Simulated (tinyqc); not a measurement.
Heavy doping: band filling, gap narrowing, band tails and the effective intrinsic density: one step, computed by the program tinyqc.

An n-type crystal above its Mott density, with all dopants ionised: n = N_D - N_A, ionised centres N_I = N_D + N_A. Valleys are taken as spherical with mass m_e.

Question. Scales. n = N_D (1 - ratio); Ry* = Ry m_e/eps^2, a* = a_0 eps/m_e; r_s = (3/(4 pi n))^(1/3)/a*; k_F = (3 pi^2 n/M_c)^(1/3); Mott density (0.26/a*)^3.

Inputs (values chosen for the exercise, for a model semiconductor):
```
quantity                    value   unit
electron mass m_e           0.259    m_0
valleys M_c                     6      -
dielectric constant eps      14.7      -
donor density N_D           8e+19  cm^-3
compensation ratio N_A/N_D      0      -
```

Conduction band: parabolic.

Constants: a_0 = 0.529177210903 angstrom; Ry = 13.605693123 eV.

Give: n; Ry*; a*; r_s; k_F; Mott density.

Answer.

n = 8.00e+19 cm^-3

Ry* = 16.31 meV

a* = 30.03 angstrom

r_s = 0.4794

k_F = 0.07336 1/angstrom

Mott density = 6.487e+17 cm^-3
